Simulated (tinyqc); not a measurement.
Thickness series: competing polymorphs of an oxide film: bulk, surface, grain-boundary, dopant and field terms. Computed by tinyqc, a small Python program. Command: `OMP_NUM_THREADS=1 python tinyqc.py 3023064 3023065 out.jsonl polymorph walk`. One thread of a shared host (Intel(R) Xeon(R) Processor @ 2.30GHz), about 0.01 s of CPU time with the checks.

Phases: monoclinic m (reference), polar orthorhombic o, tetragonal t. Free energies per formula unit (f.u.); 1 J/m^2 x angstrom^3/nm = 6.241509 meV.

Inputs (values chosen for the exercise, for a model oxide): energy of the polar phase o over m = 60.5 meV/f.u.; energy of the tetragonal phase t over m = 105 meV/f.u.; entropy of o over m = 0.011 meV/(f.u. K); entropy of t over m = 0.074 meV/(f.u. K); surface energy of m = 3.27 J/m^2; surface energy of o = 2.88 J/m^2; surface energy of t = 2.76 J/m^2; grain-boundary energy over surface energy = 0.59; volume per formula unit Omega = 32.6 angstrom^3; grain radius R = 24 nm; temperature T = 900 K; dopant content x = 3.7 %; shift of o per % of dopant = -6.4 meV/f.u.; shift of t per % of dopant = -17 meV/f.u.; interlayer thickness (SiO2) = 0.94 nm.

Geometry: columnar grains in a film.

permittivities of m, o, t: [17, 30, 40]

Method:
- Bulk term b = H - T S + (shift) x, zero for m. The undoped bulk turns from m to t at T = H_t/S_t.
- With G = b + gamma Omega A (b the bulk free energy per formula unit, A the area per volume), two phases i, j cross at A_ij = (b_j - b_i)/(Omega (gamma_i - gamma_j)); o has a window only if A_mo < A_ot.
- Area per volume: A = 2/h + f_b/R (two free faces; the side wall 2/R is shared by two grains and carries f_b gamma); G = b + gamma Omega A.
- Grain radii are log-normal by volume with median R and width sigma; the share with A above A* is that with radius below R*, R* = f_b/(A* - 2/h) (all grains if A* <= 2/h), share = (1/2) erfc[-ln(R*/R)/(sqrt 2 sigma)]. Effective permittivity of a layer of thickness h built of such grains, taken in parallel: sum of share x eps; EOT = interlayer + 3.9 h/eps.
- The median radius is held at R.

b (meV/f.u.): m 0.00, o 26.92, t -24.50

A_mo = 0.339237 1/nm

A_ot = -2.10593 1/nm

A_mt = -0.236096 1/nm

Against thickness:
```
h (nm)  A at R (1/nm)  share m  share o  share t  eps  EOT (nm)
3             0.69125        0        0        1   40    1.2325
4             0.52458        0        0        1   40    1.3300
6             0.35792        0        0        1   40    1.5250
8             0.27458        0        0        1   40    1.7200
11            0.20640        0        0        1   40    2.0125
15            0.15792        0        0        1   40    2.4025
22            0.11549        0        0        1   40    3.0850
35            0.08173        0        0        1   40    4.3525
```

From 3 to 35 nm the share of t stays at 1.00 and that of m by less than the digits shown, at 0.00; o stays under 2 %. A at the median radius runs from 0.691 down to 0.082 1/nm, against the crossings A_mo = 0.339, A_ot = -2.106 and A_mt = -0.236; the majority phase is t in the thinnest film and t in the thickest.

Extremes, crossings and ranges named in words are read from the listed rows.
